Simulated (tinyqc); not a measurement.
Electron mobility of a polar semiconductor by Rode's iterative solution of the Boltzmann equation: one step, computed by the program tinyqc.

The distribution is f(E) + e F l(E) (-df/dE) cos(theta) for a weak field F, theta counted from the force; l(E) is a mean free path. Elastic processes enter by their momentum rate, polar optical phonons by out- and in-scattering terms. One valley only: where upper valleys lie close, measured mobilities are lower. The density n is prescribed, even where a narrow-gap material would have more intrinsic carriers.

Task: The first two iterations on one ladder of the grid. Iteration: l_new(E) = [v(E) + c+ l(E + hbar w) + c- l(E - hbar w)]/(nu + S_o), from l = 0.

Inputs (values chosen for the exercise, for a model polar semiconductor): temperature T = 400 K.

Band: Kane. Elastic processes: acoustic, piezoelectric, impurity.

Points j = s/2, s/2 + s, ... (the first seven rungs, or as many as the grid holds), rates in 1e12/s:
```
E (meV)   v (m/s)        nu       S_o        c+        c-
23.625   298941.1  29.68257  17.52717  7.214330   0.00000
64.125   475116.3  12.31087  23.96383  6.755392   4.78232
104.625  586582.7   7.65321  28.75513  6.164506  10.15894
145.125  668909.1   5.58178  31.73306  5.966018  13.54619
185.625  733650.2   4.44854  32.95574  5.930926  15.32162
226.125  786411.8   3.75633  33.31890  5.945447  16.23828
266.625  830440.0   3.30552  33.38307  5.972055  16.77437
```

Give: l after iteration 1; l after iteration 2 (all rungs but the last shown).

Result:

l after iteration 1 (nm): [6.332, 13.098, 16.111, 17.926, 19.614, 21.211, 22.635]

l after iteration 2 (all rungs but the last shown) (nm): [8.334, 16.933, 22.801, 26.911, 30.320, 33.432]

In-scattering lengthens l on the lowest rung by 31.6 % and on the second by 29.3 % in this step. Caution: the gas is degenerate, and screening of the polar coupling, left out here, would raise the mobility.
